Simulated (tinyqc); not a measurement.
Speciation in dilute and buffered hydrofluoric acid, oxide etch rate and bath loading: one step, computed by the program tinyqc. Command: `OMP_NUM_THREADS=1 python tinyqc.py 3120203 3120204 out.jsonl hfetch walk`. One thread of a shared host (Intel(R) Xeon(R) Processor @ 2.30GHz), about 0.01 s of CPU time with the checks.

Concentrations stand for activities, NH4+ and Cl- are spectators, and water ionisation is neglected. H, F and HF2 denote the ions H+, F- and HF2-. The base temperature is 298 K.

Problem. Etch rate. Rate = k_a ([HF] + 2 [H2F2]) + k_b [HF2], an empirical two-term form. Time = oxide/rate; a temperature error changes the rate by exp((E_a/k_B)(1/298 - 1/(298 + error))) - 1.

Inputs (values chosen for the exercise, of the order of those for thermal oxide at room temperature):
```
quantity                         value            unit
NH4F added                         1.2           mol/L
HCl added                            0           mol/L
rate constant of neutral HF k_a     16  nm L/(min mol)
rate constant of HF2 k_b            65  nm L/(min mol)
activation energy                 0.32              eV
temperature error                 0.29               K
oxide removed per wafer            3.7              nm
```

[HF] = 0.09908651 mol/L

[H2F2] = 0.02650897 mol/L

[HF2] = 0.3678069 mol/L

Constants: k_B = 8.617333262e-05 eV/K.

Give: etch rate; share of HF2 in the rate; etch time; rate change from the temperature error.

Solution.

etch rate = 26.341 nm/min

share of HF2 in the rate = 90.761 %

etch time = 8.4279 s

rate change from the temperature error = 1.2189 %

Caution: at ionic strengths above about 0.5 mol/L activities differ much from concentrations, so pH and rates are only indicative.
